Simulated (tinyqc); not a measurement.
Inside a calculation. Method: UKS/PBE in the sto-6g basis, for H3, spin multiplicity 2. Computed by tinyqc, a small Python program that keeps every step (integrals from PySCF). Settings: charge = 0, multiplicity = 2, basis = sto-6g, energy threshold = 1e-08, iteration cap = 80, orthogonalisation = canonical, start = highest core orbitals, DIIS depth = 8, method = UKS, functional = pbe,pbe, grid = [15, 86]. Command: `OMP_NUM_THREADS=1 python tinyqc.py 23086 23087 out.jsonl` (the two numbers bound the seeds that draw the settings). One thread of a shared host (Intel(R) Xeon(R) Processor @ 2.60GHz), about 2 s of CPU time with the checks. Later iterations appear only in the table of the cycle.

## One-electron integrals

Geometry (angstrom):
```
atom        x        y         z
H     0.00000  0.00000   0.00000
H     0.00000  0.00000   1.33400
H     0.00000  1.18200  -0.61800
```

Basis sto-6g: exponents (1/bohr^2) and contraction coefficients of normalised primitives:
```
element  l (shell)  exponent  coefficient
H            s (1)  35.52322      0.00916
H            s (1)   6.51314      0.04936
H            s (1)   1.82214      0.16854
H            s (1)   0.62596      0.37056
H            s (1)   0.24308      0.41649
H            s (1)   0.10011      0.13033
```

Overlap, kinetic and nuclear-attraction integrals over the contracted functions; the nuclear repulsion is the sum of Za Zb / Rab.

nuclear repulsion = 1.0253198 hartree

overlap S, lower triangle:
```
         1H 1s    2H 1s    3H 1s
1H 1s  1.00000
2H 1s  0.32409  1.00000
3H 1s  0.32417  0.07559  1.00000
```

kinetic energy T (hartree), lower triangle:
```
         1H 1s     2H 1s    3H 1s
1H 1s  0.76852
2H 1s  0.02928   0.76852
3H 1s  0.02931  -0.01170  0.76852
```

nuclear attraction V (hartree), lower triangle:
```
          1H 1s     2H 1s     3H 1s
1H 1s  -2.02667
2H 1s  -0.54782  -1.86495
3H 1s  -0.54799  -0.11543  -1.86500
```

core Hamiltonian H = T + V (hartree), lower triangle:
```
          1H 1s     2H 1s     3H 1s
1H 1s  -1.25815
2H 1s  -0.51854  -1.09643
3H 1s  -0.51868  -0.12713  -1.09648
```

## Two-electron integrals

Functions are numbered as in S; the eight-fold symmetry (ij|kl) = (ji|kl) = (kl|ij) leaves the list below.

Two-electron integrals (ij|kl) in chemists' order, unique and non-zero (hartree):
```
(11|11) 0.77500   (21|11) 0.18237   (21|21) 0.06193   (22|11) 0.38314
(22|21) 0.18237   (22|22) 0.77500   (31|11) 0.18243   (31|21) 0.04403
(31|22) 0.09754   (31|31) 0.06197   (32|11) 0.03639   (32|21) 0.01158
(32|22) 0.03264   (32|31) 0.01158   (32|32) 0.00274   (33|11) 0.38319
(33|21) 0.09752   (33|22) 0.23160   (33|31) 0.18243   (33|32) 0.03264
(33|33) 0.77500
```

## Orthogonalisation

S = U s U^T; canonical form X = U s^(-1/2), so that X^T S X = 1. Each column of U has its largest component positive (the first on a tie).

eigenvalues of S: 0.57785  0.92441  1.49774

X:
```
              1         2        3
1H 1s   0.96767  -0.00005  0.55354
2H 1s  -0.63003   0.73555  0.42497
3H 1s  -0.63027  -0.73535  0.42505
```

## Starting guess

The start is the highest orbitals of the core Hamiltonian (a deliberately bad start); D(s) = C_occ C_occ^T for each spin.

D(alpha) at the start, lower triangle:
```
          1H 1s     2H 1s    3H 1s
1H 1s   0.72192
2H 1s  -0.59248   1.02732
3H 1s  -0.59270  -0.05446  1.02730
```

D(beta) at the start, lower triangle:
```
          1H 1s    2H 1s    3H 1s
1H 1s   0.72192
2H 1s  -0.59254  0.48634
3H 1s  -0.59264  0.48642  0.48651
```

## Iteration 1: exchange-correlation on the grid

Becke grid with 15 radial and 86 angular points per atom, points of zero weight dropped. rho = sum D_ij phi_i phi_j; V_xc,ij = sum w v_xc phi_i phi_j plus the gradient terms; v_xc is d(rho eps)/d rho(s) for spin s at fixed gradient.

The 8 grid points with the largest w rho, of 3864 (bohr, atomic units):
```
x                y         z        w  rho(alpha)  rho(beta)    eps_xc  v_xc(alpha)
-0.22102   3.04538  -1.97958  0.08573     0.03249    0.01461  -0.34273     -0.40155
0.22102    3.04538  -1.97958  0.08573     0.03249    0.01461  -0.34273     -0.40155
0.00000    3.31774  -1.60536  0.08527     0.03259    0.01474  -0.34301     -0.40213
0.00000    0.43750   3.60498  0.08527     0.03246    0.01467  -0.34270     -0.40152
0.43750    0.00000   3.60498  0.08527     0.03247    0.01462  -0.34269     -0.40148
-0.43750   0.00000   3.60498  0.08527     0.03247    0.01462  -0.34269     -0.40148
0.00000   -0.43750   3.60498  0.08527     0.03248    0.01458  -0.34268     -0.40146
-0.67494   2.90860  -1.84280  0.08622     0.03218    0.01433  -0.34191     -0.39982
```

electrons on the grid, sum of w rho = 3.00024

E_xc = sum of w rho eps_xc = -1.1601672 hartree

V_xc(alpha) (hartree), lower triangle:
```
          1H 1s     2H 1s     3H 1s
1H 1s  -0.41497
2H 1s  -0.11414  -0.48443
3H 1s  -0.11415  -0.02318  -0.48446
```

V_xc(beta) (hartree), lower triangle:
```
          1H 1s     2H 1s     3H 1s
1H 1s  -0.40559
2H 1s  -0.10008  -0.39581
3H 1s  -0.09999  -0.01951  -0.39580
```

## Iteration 1: building the Kohn-Sham matrix

J_ij = sum D_kl (ij|kl) with D = D(alpha) + D(beta); F = H + J + V_xc; E = tr D H + tr D J / 2 + E_xc + E_nn.

Coulomb J (hartree), lower triangle:
```
         1H 1s    2H 1s    3H 1s
1H 1s  1.44573
2H 1s  0.44582  1.44164
3H 1s  0.44594  0.09883  1.44164
```

F(alpha) (hartree), lower triangle:
```
          1H 1s     2H 1s     3H 1s
1H 1s  -0.22739
2H 1s  -0.18685  -0.13923
3H 1s  -0.18689  -0.05147  -0.13931
```

F(beta) (hartree), lower triangle:
```
          1H 1s     2H 1s     3H 1s
1H 1s  -0.21800
2H 1s  -0.17280  -0.05060
3H 1s  -0.17273  -0.04780  -0.05064
```

total energy of this density = -0.7104048 hartree

## Iteration 1: diagonalisation and new density

Diagonalise F' = X^T F X, C = X C', fill 2 alpha and 1 beta electrons from the bottom; D(s) = C_occ C_occ^T. Each column has its largest component positive (the first on a tie).

F' = X^T F X (alpha) (hartree), lower triangle:
```
          1         2         3
1   0.09140
2  -0.00004  -0.09497
3  -0.04297   0.00002  -0.31443
```

orbital energies (alpha) (hartree): MO1 -0.31893, MO2 -0.09497, MO3 0.09590

coefficients C (alpha):
```
           MO1       MO2       MO3
1H 1s  0.65132  -0.00021   0.90475
2H 1s  0.35698  -0.73542  -0.67104
3H 1s  0.35714   0.73548  -0.67094
```

F' = X^T F X (beta) (hartree), lower triangle:
```
          1         2         3
1   0.13909
2  -0.00009  -0.00305
3  -0.08563  -0.00003  -0.26493
```

orbital energies (beta) (hartree): MO1 -0.28233, MO2 -0.00305, MO3 0.15649

coefficients C (beta):
```
           MO1       MO2       MO3
1H 1s  0.73514  -0.00026   0.83806
2H 1s  0.29112  -0.73514  -0.70241
3H 1s  0.29091   0.73575  -0.70191
```

D(alpha) after iteration 1, lower triangle:
```
         1H 1s     2H 1s    3H 1s
1H 1s  0.42422
2H 1s  0.23266   0.66828
3H 1s  0.23246  -0.41339  0.66848
```

D(beta) after iteration 1, lower triangle:
```
         1H 1s    2H 1s    3H 1s
1H 1s  0.54044
2H 1s  0.21402  0.08475
3H 1s  0.21386  0.08469  0.08463
```

## Iteration 2: exchange-correlation on the grid

As before.

The 8 grid points with the largest w rho, of 3864 (bohr, atomic units):
```
x               y        z        w  rho(alpha)  rho(beta)    eps_xc  v_xc(alpha)
0.00000   1.08408  0.43750  0.07992     0.02537    0.02765  -0.33580     -0.40062
0.22102   0.81173  0.81173  0.07891     0.02587    0.02777  -0.33639     -0.40444
-0.22102  0.81173  0.81173  0.07891     0.02587    0.02777  -0.33639     -0.40444
0.67494   0.67494  0.67494  0.08257     0.02361    0.02615  -0.33183     -0.38746
-0.67494  0.67494  0.67494  0.08257     0.02361    0.02615  -0.33183     -0.38746
0.43750   1.08408  0.00000  0.07125     0.02888    0.02865  -0.34081     -0.42628
-0.43750  1.08408  0.00000  0.07125     0.02888    0.02865  -0.34081     -0.42628
0.00000   0.43750  1.08408  0.06223     0.03423    0.03096  -0.35140     -0.45843
```

electrons on the grid, sum of w rho = 3.00020

E_xc = sum of w rho eps_xc = -1.0315583 hartree

V_xc(alpha) (hartree), lower triangle:
```
          1H 1s     2H 1s     3H 1s
1H 1s  -0.45414
2H 1s  -0.12924  -0.46354
3H 1s  -0.12930  -0.02626  -0.46358
```

V_xc(beta) (hartree), lower triangle:
```
          1H 1s     2H 1s     3H 1s
1H 1s  -0.46645
2H 1s  -0.11589  -0.33438
3H 1s  -0.11592  -0.02273  -0.33433
```

## Iteration 2: building the Kohn-Sham matrix

As before.

Coulomb J (hartree), lower triangle:
```
         1H 1s    2H 1s    3H 1s
1H 1s  1.62655
2H 1s  0.47371  1.35615
3H 1s  0.47385  0.10315  1.35620
```

F(alpha) (hartree), lower triangle:
```
          1H 1s     2H 1s     3H 1s
1H 1s  -0.08574
2H 1s  -0.17407  -0.20383
3H 1s  -0.17413  -0.05024  -0.20386
```

F(beta) (hartree), lower triangle:
```
          1H 1s     2H 1s     3H 1s
1H 1s  -0.09805
2H 1s  -0.16072  -0.07466
3H 1s  -0.16075  -0.04671  -0.07461
```

total energy of this density = -1.5189884 hartree

## Iteration 2: DIIS over 2 matrices

error matrix X^T (FDS - SDF) X (alpha):
```
          1        2         3
1   0.00000  0.00006   0.11091
2  -0.00006  0.00000  -0.00002
3  -0.11091  0.00002   0.00000
```

B (overlaps of the stored error matrices):
```
                1               2
1   2.2922120e-03  -6.2761411e-03
2  -6.2761411e-03   3.6375243e-02
```

Minimise |sum c_i e_i|^2 with sum c_i = 1: solve [B -1; -1 0][c; lambda] = [0; -1] with B_ij = tr e_i^T e_j summed over both spins, and take F = sum c_i F_i.

DIIS coefficients: 0.83271  0.16729

extrapolated F(alpha) (hartree), lower triangle:
```
          1H 1s     2H 1s     3H 1s
1H 1s  -0.20369
2H 1s  -0.18472  -0.15003
3H 1s  -0.18475  -0.05127  -0.15010
```

extrapolated F(beta) (hartree), lower triangle:
```
          1H 1s     2H 1s     3H 1s
1H 1s  -0.19794
2H 1s  -0.17078  -0.05463
3H 1s  -0.17073  -0.04762  -0.05465
```

## Iteration 2: diagonalisation and new density

As before.

F' = X^T F X (alpha) (hartree), lower triangle:
```
          1         2         3
1   0.09996
2  -0.00004  -0.10688
3  -0.02434   0.00002  -0.30899
```

orbital energies (alpha) (hartree): MO1 -0.31043, MO2 -0.10688, MO3 0.10140

coefficients C (alpha):
```
           MO1       MO2       MO3
1H 1s  0.60986   0.00017   0.93320
2H 1s  0.38687   0.73546  -0.65422
3H 1s  0.38705  -0.73544  -0.65419
```

F' = X^T F X (beta) (hartree), lower triangle:
```
          1         2         3
1   0.14992
2  -0.00007  -0.00760
3  -0.07258  -0.00003  -0.25828
```

orbital energies (beta) (hartree): MO1 -0.27080, MO2 -0.00760, MO3 0.16244

coefficients C (beta):
```
           MO1       MO2       MO3
1H 1s  0.70998  -0.00017   0.85948
2H 1s  0.31179  -0.73524  -0.69338
3H 1s  0.31161   0.73565  -0.69308
```

D(alpha) after iteration 2, lower triangle:
```
         1H 1s     2H 1s    3H 1s
1H 1s  0.37192
2H 1s  0.23606   0.69057
3H 1s  0.23592  -0.39115  0.69067
```

D(beta) after iteration 2, lower triangle:
```
         1H 1s    2H 1s    3H 1s
1H 1s  0.50408
2H 1s  0.22137  0.09721
3H 1s  0.22124  0.09716  0.09710
```

## Iteration 9 (converged): orbitals

converged F(alpha) (hartree), lower triangle:
```
          1H 1s     2H 1s     3H 1s
1H 1s  -0.14280
2H 1s  -0.18145  -0.18892
3H 1s  -0.18151  -0.05103  -0.18891
```

converged F(beta) (hartree), lower triangle:
```
          1H 1s     2H 1s     3H 1s
1H 1s  -0.18165
2H 1s  -0.17102  -0.05974
3H 1s  -0.17108  -0.04781  -0.05983
```

As before.

F' = X^T F X (alpha) (hartree), lower triangle:
```
         1         2         3
1  0.11837
2  0.00001  -0.14916
3  0.02937   0.00000  -0.30122
```

orbital energies (alpha) (hartree): MO1 -0.30327, MO2 -0.14916, MO3 0.12042

coefficients C (alpha):
```
           MO1       MO2       MO3
1H 1s  0.48495  -0.00010   1.00379
2H 1s  0.46774   0.73556  -0.59895
3H 1s  0.46781  -0.73533  -0.59924
```

F' = X^T F X (beta) (hartree), lower triangle:
```
          1         2         3
1   0.16167
2  -0.00003  -0.01296
3  -0.06103   0.00003  -0.25550
```

orbital energies (beta) (hartree): MO1 -0.26424, MO2 -0.01296, MO3 0.17041

coefficients C (beta):
```
           MO1       MO2       MO3
1H 1s  0.68521   0.00017   0.87936
2H 1s  0.33121   0.73548  -0.68406
3H 1s  0.33143  -0.73542  -0.68407
```

D(alpha) after iteration 9, lower triangle:
```
         1H 1s     2H 1s    3H 1s
1H 1s  0.23518
2H 1s  0.22676   0.75983
3H 1s  0.22694  -0.32207  0.75956
```

D(beta) after iteration 9, lower triangle:
```
         1H 1s    2H 1s    3H 1s
1H 1s  0.46951
2H 1s  0.22695  0.10970
3H 1s  0.22710  0.10977  0.10985
```

## Convergence

Stop when the energy changes by less than 1e-08 hartree and every element of the error matrix X^T (F D S - S D F) X (for each spin) is below 3e-05.

Course of the cycle:
```
iteration  E (hartree)     change  largest element of the error matrix
1           -0.7104048          -                             3.31e-02
2           -1.5189884  -8.09e-01                             1.11e-01
3           -1.5312934  -1.23e-02                             7.84e-02
4           -1.5407787  -9.49e-03                             3.30e-02
5           -1.5415671  -7.88e-04                             2.56e-02
6           -1.5427724  -1.21e-03                             1.51e-03
7           -1.5427715   8.25e-07                             1.64e-03
8           -1.5427766  -5.05e-06                             6.04e-05
9           -1.5427766  -6.60e-09                             1.11e-05
```

PySCF UKS in the same basis, fine grid, after a stability check = -1.5427197 hartree

Converged in 9 iterations. The coarse grid moves the energy by -5.69e-05 hartree.

## Populations, bond orders and dipole

Mulliken: Z minus the diagonal of D S on the atom; Loewdin: the same with S^(1/2) D S^(1/2); Mayer order: 2 sum_s sum (D(s) S)_ij (D(s) S)_ji over the two atoms.

Charges (e):
```
atom  Mulliken   Loewdin  Mulliken spin
1H     0.00108   0.00926       -0.23444
2H    -0.00053  -0.00463        0.61743
3H    -0.00054  -0.00464        0.61702
```

Mayer bond orders:
```
pair    order
2-1   0.47226
3-1   0.47277
3-2   0.14652
```

dipole moment about the origin, x y z (debye): 0.00000  -0.00309  -0.00180

<S^2> of the determinant (pure state: 0.75) = 0.79423
